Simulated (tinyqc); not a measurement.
Inside a calculation. Model: thermoelectric coefficients of one resonant level, Landauer integrals.

tinyqc, about 0.03 s, one thread, Intel Xeon 2.30GHz (shared host): `OMP_NUM_THREADS=1 python tinyqc.py 2800130 2800131 out.jsonl` Printed values are rounded.

Transmission X(x) = (g/2)^2/[(x - y)^2 + (g/2)^2] with x = (E - EF)/kB T, two spin channels. I_k = int X x^k w dx over all x, w = 1/(4 cosh^2(x/2)).

Parameters, values chosen for the exercise: temperature T = 30 K; full width of the level over kB T g = 0.25; level position (E0 - EF)/kB T y = 2.2; phonon heat conductance in units of pi^2 kB^2 T/(3 h) kp = 0.55.

Constants: q = 1.602176634e-19 C, kB = 1.380649e-23 J/K, h = 6.62607015e-34 J s. Results are converted to the units shown.

## Coefficients

converged I_0, I_1, I_2: [0.0357923, 0.0722339, 0.159660]

G = (2 q^2/h) I_0, S = -(kB/q) I_1/I_0, L/L0 = [I_2/I_0 - (I_1/I_0)^2]/(pi^2/3), K_e = (2 kB^2 T/h)(I_2 - I_1^2/I_0), ZT = G S^2 T/(K_e + K_ph), K_ph = kp pi^2 kB^2 T/(3 h).

G = 2.77322 uS
S = -173.910 uV/K
L/L0 = 0.117892
K_e = 0.239615 pW/K
ZT = 0.158697
ZT without phonons = 10.5012

The level lies above EF, so S is negative (electron-like). A level of zero width would give -(kB/q) y = -190 uV/K; S is 8.3 % below that in size.

## Two limits for S

Narrow level: S = -(kB/q) y. Mott formula: S = -(pi^2/3)(kB/q) d ln X/dx at x = 0 = -(pi^2/3)(kB/q) 2 y/[y^2 + (g/2)^2].

narrow-level S = -189.581 uV/K
Mott S = -256.897 uV/K

The integrals give -174 uV/K; the Mott value is 48 % above that in size.
